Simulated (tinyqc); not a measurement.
Longitudinal sound in a periodic multilayer: transfer matrices, stop bands and folded phonons: one step, computed by the program tinyqc.

Layers 1 and 2 repeat with period d = d_1 + d_2; waves travel normal to the layers, without loss. State vector (u, s): displacement u and stress divided by omega. Impedances Z = rho v are in 1e6 kg/(m^2 s).

Question. Transmission through N periods. A layer maps (u, s) by [[cos p, sin p/Z], [-Z sin p, cos p]], p = 2 pi f d_i/v_i; one period is M = M_2 M_1, and cos(q d) = trace(M)/2. For N periods A = M^N. A wave comes from a thick layer of material 1 and leaves into the substrate (Z_s): transmitted power T = 4 Z_1 Z_s/|Z_1 A_22 + Z_s A_11 - i (Z_1 Z_s A_12 - A_21)|^2, reflected power R = 1 - T.

Inputs (values chosen for the exercise, modelled on silicon (layer 1), germanium (layer 2) and silicon (substrate)): velocity v_1 = 8440 m/s; thickness d_1 = 779 nm; velocity v_2 = 4980 m/s; thickness d_2 = 454 nm; periods N = 12; frequency f = 1.52 GHz.

M:
```
[[-0.03452681, 0.04353149],
 [-22.67518, -0.3740748]]
```

Z_2 = 26.3442

Z_1 = 19.834

Z of the substrate = 19.4964

Give: A = M^N; transmitted power T; T in decibel.

Answer.

A = M^N:
```
[[-0.67415, 0.027705],
 [-14.432, -0.89026]]
```

transmitted power T = 0.97837

T in decibel = -0.094975 dB
